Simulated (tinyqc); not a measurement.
What moves the results: thin-film optics by transfer matrices. A value that a table varies takes the place of the one given here.

Indices N = n + i k. Snell: N0 sin(theta) = N_j sin(theta_j), with Im(N_j cos theta_j) >= 0. Admittance y_j = N_j cos theta_j for s and N_j/cos theta_j for p. Phase delta_j = 2 pi N_j cos theta_j d_j/lambda. Layer matrix [[cos delta, -i sin delta/y], [-i y sin delta, cos delta]], multiplied from the top down to M. (B, C) = M (1, y_sub); r = (y0 B - C)/(y0 B + C), R = |r|^2, T = 4 Re y0 Re y_sub/|y0 B + C|^2, absorbed in the films 1 - R - T.

Ellipsometry: rho = tan(Psi) exp(i Delta) = -conj(r_p/r_s) with the r of the admittance formula, Delta in 0 to 360 degrees, so that a bare dielectric at small angles gives Delta = 180.

Values chosen for the exercise (indices near those of resist on Si; not measured data):
```
symbol  value           unit     meaning
lam     248             nm       vacuum wavelength
n0      1                        ambient index
n       (1.762, 1.579)           n of resist, substrate
k       (0.012, 3.441)           k in the same order
d       (83.7)          nm       thicknesses, top first
theta   30              degrees  angle of incidence
pol     s                        polarisation
```

## Swing curve: thickness of the top film

The first entry of d takes the values listed.

Stack:
```
d_1 (nm)       R       T  absorbed
83.7      0.5379  0.3953    0.0668
95.9      0.2657  0.6077    0.1266
108.2     0.2966  0.5593    0.1440
120.4     0.5434  0.3531    0.1035
132.6     0.6522  0.2664    0.0814
144.9     0.6414  0.2740    0.0846
157.1     0.4986  0.3782    0.1232
169.3     0.2246  0.5679    0.2076
181.6     0.2571  0.5249    0.2180
193.8     0.5082  0.3389    0.1529
206.0     0.6219  0.2582    0.1199
218.3     0.6105  0.2653    0.1242
230.5     0.4626  0.3618    0.1756
```

R swings between 0.2246 and 0.6522 on these points. The period is lambda/(2 Re(N_1 cos theta_1)) = 73.4 nm, six rows. The film absorbs, so the curve does not repeat exactly: the swing is 0.3865 in the first period and 0.3974 in the second. The swing ratio (max - min)/mean is 0.91.

## Angle of incidence

Both polarisations.

Stack:
```
theta (degrees)     R_s     R_p    Psi   Delta
0                0.4377  0.4377  45.00  180.00
15               0.4630  0.4470  44.49  176.20
30               0.5379  0.4644  42.90  165.65
45               0.6479  0.4637  40.23  150.69
55               0.7269  0.4388  37.85  138.80
60               0.7658  0.4165  36.41  131.75
65               0.8042  0.3879  34.78  123.13
70               0.8422  0.3560  33.03  111.63
75               0.8803  0.3316  31.54   94.96
80               0.9190  0.3476  31.59   70.13
85               0.9588  0.4979  35.78   36.80
```

R_s and R_p agree at normal incidence (0.4377). R_p is lowest at 75 degrees of those listed (0.3316), where R_s = 0.8803; the top face alone would stop reflecting p light at arctan(n/n0) = 60.4 degrees, while the layers and the substrate below set where the minimum falls. R_s rises steadily with the angle.

## Sensitivity of the reflectance

R for both polarisations. Each row changes one parameter from the base and keeps the others.

Results:
```
case                   R_s     R_p     T_s
base                0.5379  0.4644  0.3953
d = (88.7) nm       0.4330  0.3847  0.4794
n = (1.797, 1.579)  0.4994  0.4325  0.4288
k = (0.012, 3.795)  0.5871  0.5170  0.3463
lam = 253 nm        0.5661  0.4881  0.3723
theta = 35 degrees  0.5720  0.4677  0.3647
```

The largest shifts from the base row, up to three for each result and ties (the steps differ in size, so this ranks the rows, not the parameters). R_s: d -0.1049, k +0.0491, n -0.0385. R_p: d -0.0797, k +0.0526, n -0.0319. T_s: d +0.0842, k -0.0490, n +0.0335.

Computed by tinyqc, a small Python program: `OMP_NUM_THREADS=1 python tinyqc.py 1651280 1651281 out.jsonl` (the numbers bound the seed that draws the inputs); one thread of a shared host (Intel(R) Xeon(R) Processor @ 2.30GHz), about 0.01 s for the whole set of steps.
